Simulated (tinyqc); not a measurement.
# Tunnelling through a two-layer gate stack, WKB transmission and Tsu-Esaki current: effect of temperature

Electrons leave the emitter at x = 0. Energies E (motion across the layers) are in eV from the emitter Fermi level; the collector Fermi level lies at -V and offers states at every E. No charge in the dielectric and no image force: F1 = V/(t1 + t2 eps1/eps2), F2 = F1 eps1/eps2; U = phi1 - F1 x in layer 1 and phi2 - F1 t1 - F2 (x - t1) in layer 2. With C = hbar^2/(2 m0), kappa = sqrt(m (U - E)/C) where U > E and 0 elsewhere; T(E) = exp(-S), S = 2 times the integral of kappa over x.

Each layer adds (2/F) sqrt(m/C) [G(u at its left edge) - G(u at its right edge)] to S, with u = U - E (0 where negative) and G(u) = (2/3) u^1.5. J = J0 times the integral of T(E) N(E) dE, N = ln[(1 + exp(-E/Vt))/(1 + exp((-E - V)/Vt))], J0 = q^2 me m0 kB T/(2 pi^2 hbar^3) (times 1e-4 for A/cm^2 per eV), from E = -Ef to far above the barrier (T = 1 there), by quadrature converged to the digits shown.

Parameters, values chosen for the exercise; layer 1 close to aluminium oxide, layer 2 close to hafnium oxide: Fermi energy of the emitter above its band bottom Ef = 0.29 eV; emitter mass in the supply function me = 1 m0; barrier of layer 1 above the emitter Fermi level at zero bias phi1 = 2.47 eV; tunnelling mass of layer 1 m1 = 0.41 m0; thickness of layer 1 t1 = 0.8 nm; relative permittivity of layer 1 eps1 = 8.98; barrier of layer 2 at zero bias phi2 = 1.52 eV; tunnelling mass of layer 2 m2 = 0.19 m0; thickness of layer 2 t2 = 1.3 nm; relative permittivity of layer 2 eps2 = 21.2; voltage across the dielectric V = 1.2 V.

Constants: q = 1.602176634e-19 C, kB = 1.380649e-23 J/K, hbar = 1.054571817e-34 J s, m0 = 9.1093837015e-31 kg, Vt = kB T/q, hbar^2/(2 m0) = 0.0380998212 eV nm^2. Results are converted to the units shown.

Results:

| T (K) | J (A/cm^2) | mean E of the current (eV) |
|---|---|---|
| 50 | 1661 | -0.1666 |
| 100 | 1671 | -0.1656 |
| 200 | 1710 | -0.1618 |
| 300 | 1776 | -0.1552 |
| 400 | 1874 | -0.1457 |
| 500 | 2007 | -0.1329 |
| 750 | 2575 | -0.07745 |

Estimate the missing row, T = 600 K.

Computed row:

| T (K) | J (A/cm^2) | mean E of the current (eV) |
|---|---|---|
| 600 | 2185 | -0.1158 |

With this row back in the table: Between 50 and 300 K the current changes by a factor of 1.07, and between 300 and 750 K by 1.45; the mean energy of the current rises from -0.167 to -0.0774 eV. The transmission grows by a factor e over d = 0.173 eV near E = 0, equal to kB T/q at 2010 K: far below that temperature the thermal tail adds little.

Computed by the program tinyqc: `OMP_NUM_THREADS=1 python tinyqc.py 2540102 2540103 out.jsonl`, one thread of a shared Intel Xeon 2.30GHz, about 0.04 s for the whole run.
